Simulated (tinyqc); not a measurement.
Carrier statistics of a doped semiconductor with parabolic bands, step by step. Values are carried at full precision from step to step, so a last printed digit may differ when a step is redone from the rounded ones.

Constants: kB = 8.617333262e-05 eV/K; hbar^2/2m0 = 3.80998211 eV angstrom^2.

Parameters, chosen for this exercise (near those of Ge; shifted at random, so the results belong to these values and not to a real crystal):
- Eg0 = 0.7453 eV (gap at 0 K)
- al = 0.000482 eV/K (Varshni alpha)
- be = 236 K (Varshni beta)
- T = 200 K
- ml = 1.6 m0 (longitudinal electron mass)
- mt = 0.0808 m0 (transverse electron mass)
- Mv = 4 (equivalent valleys)
- mhh = 0.328 m0 (heavy-hole mass)
- mlh = 0.0426 m0 (light-hole mass)
- ND = 4e+12 1/cm^3 (donors)
- NA = 1.6e+16 1/cm^3 (acceptors)
- ED = 0.012 eV (donor level below Ec)
- EA = 0.0111 eV (acceptor level above Ev)

## Gap and thermal energy

Eg(T) = Eg0 - al T^2/(T + be) (Varshni).

Eg = 0.70108 eV
kT = 0.017235 eV

The gap has shrunk by 44.2 meV from 0 K and is 40.7 kT wide.

## Effective densities of states

m_de = Mv^(2/3) (ml mt^2)^(1/3); m_dh = (mhh^(3/2) + mlh^(3/2))^(2/3); N = 2 (m kB T/(4 pi c))^(3/2) with c = hbar^2/2m0, in 1/angstrom^3; times 1e24 for 1/cm^3.

m_de = 0.5508 m0
m_dh = 0.3382 m0
Nc = 5.5843e+18 1/cm^3
Nv = 2.6860e+18 1/cm^3

The light holes supply 4.5 % of Nv, and Nc/Nv = 2.08.

## Intrinsic density and level

With Boltzmann statistics ni = sqrt(Nc Nv) exp(-Eg/2kT) and Ei = Eg/2 + (kT/2) ln(Nv/Nc), counted from Ev.

ni = 5.69e+09 1/cm^3
Ei = 0.3442 eV

Ei lies 6.3 meV below midgap, towards the band with the smaller density of states.

## Neutrality by bisection

Energies are counted from Ev, so Ec = Eg. n = Nc F_1/2((EF - Eg)/kT), p = Nv F_1/2(-EF/kT), ND+ = ND/(1 + 2 exp((EF - Eg + ED)/kT)), NA- = NA/(1 + 4 exp((EA - EF)/kT)); neutrality asks p + ND+ = n + NA-. F_j(eta) = (1/Gamma(j + 1)) integral_0^infinity x^j dx/(1 + exp(x - eta)), which tends to exp(eta) for eta << 0.

Start from the bracket [-0.2 eV, Eg + 0.2 eV]; at the midpoint EF take the sign of p + ND+ - n - NA-; where it is positive EF must rise. Fourteen steps are shown.

Bisection (eV, 1/cm^3):
```
step       low     high       EF         n         p       ND+       NA-  sign
1     -0.20000  0.90108  0.35054  8.20e+09  3.94e+09  4.00e+12  1.60e+16     -
2     -0.20000  0.35054  0.07527       949  3.39e+16  4.00e+12  1.46e+16     +
3      0.07527  0.35054  0.21290  2.79e+06  1.16e+13  4.00e+12  1.60e+16     -
4      0.07527  0.21290  0.14409  5.14e+04  6.28e+14  4.00e+12  1.60e+16     -
5      0.07527  0.14409  0.10968  6.99e+03  4.62e+15  4.00e+12  1.58e+16     -
6      0.07527  0.10968  0.09247  2.58e+03  1.25e+16  4.00e+12  1.54e+16     -
7      0.07527  0.09247  0.08387  1.56e+03  2.06e+16  4.00e+12  1.51e+16     +
8      0.08387  0.09247  0.08817  2.01e+03  1.61e+16  4.00e+12  1.53e+16     +
9      0.08817  0.09247  0.09032  2.27e+03  1.42e+16  4.00e+12  1.54e+16     -
10     0.08817  0.09032  0.08925  2.14e+03  1.51e+16  4.00e+12  1.53e+16     -
11     0.08817  0.08925  0.08871  2.07e+03  1.56e+16  4.00e+12  1.53e+16     +
12     0.08871  0.08925  0.08898  2.10e+03  1.53e+16  4.00e+12  1.53e+16     +
13     0.08898  0.08925  0.08911  2.12e+03  1.52e+16  4.00e+12  1.53e+16     -
14     0.08898  0.08911  0.08905  2.11e+03  1.53e+16  4.00e+12  1.53e+16     -
```

Each step halves the bracket, which is 0.134 meV wide at the last row.

## The neutral state

Solve the neutrality condition for EF to convergence.

EF = 0.0890 eV
n = 2.11e+03 1/cm^3
p = 1.53e+16 1/cm^3
ND+ = 4.00e+12 1/cm^3
NA- = 1.53e+16 1/cm^3

The material is p-type; 95.8 % of the acceptors are ionised. EF lies 5.16 kT inside the gap from the valence edge, so Boltzmann statistics would serve; n p/(Nc Nv exp(-Eg/kT)) = 0.998.

## Checks

- F_1/2(1) by the trapezoid rule against adaptive quadrature: both 1.575641.
- Positive against negative charge at the solution (1/cm^3): both 1.53322e+16.

Computed by tinyqc, a small Python program: `OMP_NUM_THREADS=1 python tinyqc.py 1680502 1680503 out.jsonl` (the numbers bound the seed that draws the inputs); one thread of a shared host (Intel(R) Xeon(R) Processor @ 2.30GHz), about 0.01 s for the whole set of steps.
